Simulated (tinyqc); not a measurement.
# Series resistance and length offset from two lengths at two overdrives

Inverse problem. In strong inversion R W = Rsd + k(x)(L - dL), k(x) = (1 + th1 x)/(mu0 Cox x), x the overdrive, Cox = eps0 eox/tox, with Rsd and dL independent of x. Find dL, Rsd, mu0 and th1.

Values chosen for this exercise:
```
symbol,value,unit,meaning
eox,9.06,,relative permittivity of the gate insulator (close to aluminium oxide)
tox,16,nm,insulator thickness
```

Constants: eps0 = 8.8541878128e-14 F/cm where lengths are in cm. Results are converted to the units shown.

total resistance times width (ohm um):

|  | L = 0.074 um | L = 0.3 um |
|---|---|---|
| overdrive 0.56 V | 2532.25536 | 11618.4172 |
| overdrive 1.15 V | 1435.87701 | 6392.34707 |

Answer. At each overdrive R W is a straight line in L; the two lines cross at L = dL, R W = Rsd. Their slopes give k x = (1 + th1 x)/(mu0 Cox), a straight line in x.

dL = 0.0140 um
Rsd = 120 ohm um
mu0 = 100 cm^2/(V s)
th1 = 0.230 1/V

tinyqc, about 0.01 s, one thread, Intel Xeon 2.30GHz (shared host): `OMP_NUM_THREADS=1 python tinyqc.py 2210165 2210166 out.jsonl`
